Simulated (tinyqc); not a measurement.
# Gap difference from the gain at two temperatures

Question. When back injection limits the gain, beta = b exp(-dE/(kB T)) with dE the gap reduction of the emitter less that of the base and b constant. Find dE and beta at 300 K.

Constants: q = 1.602176634e-19 C, kB = 1.380649e-23 J/K. Results are converted to the units shown.

T (K): 220  350
beta: 78.864282  735.99358

Solution. ln beta is a straight line in 1/T with slope -dE/kB.

dE = 0.1140 eV
beta at 300 K = 392.0

Program tinyqc, `OMP_NUM_THREADS=1 python tinyqc.py 2320053 2320054 out.jsonl`; Intel Xeon 2.30GHz, shared host, one thread, about 0.01 s.
